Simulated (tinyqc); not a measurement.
Capacitance measurement on a leaky thin oxide: effects of series resistance and leakage: one step of the calculation.

The device is a capacitance C in parallel with a leakage conductance G, in series with Rs and Ls. An impedance meter reports either a parallel pair (Cp, Gp) from Y = 1/Z = Gp + i w Cp or a series pair (Cs, Rm) from Z = Rm + 1/(i w Cs); w = 2 pi f, dissipation D = Gp/(w |Cp|).

Task. What the meter reports. Z = Rs + i w Ls + 1/(G + i w C).

Values chosen for this exercise; values of the order met in thin-oxide MOS capacitors:
```
symbol,value,unit,meaning
Rs,36,ohm,series resistance
Ls,410,nH,series inductance
f,50000,Hz,measuring frequency
```

C = 176.18027 pF
G = 436.36364 uS

Find: Z; Cp; Gp; Cs; D.

Result.

Z = (2.291-0.286i) x 1e3 ohm
Cp = 170.7 pF
Gp = 429.7 uS
Cs = 1.113e4 pF
D = 8.013

Cp is 3.1 % below C and Cs is 63.2 times it; G Rs = 0.0157, w C Rs = 0.00199 and G/(w C) = 7.88.

Numbers from tinyqc (`OMP_NUM_THREADS=1 python tinyqc.py 2022030 2022031 out.jsonl`; about 0.01 s on one thread of a shared Intel Xeon 2.30GHz).
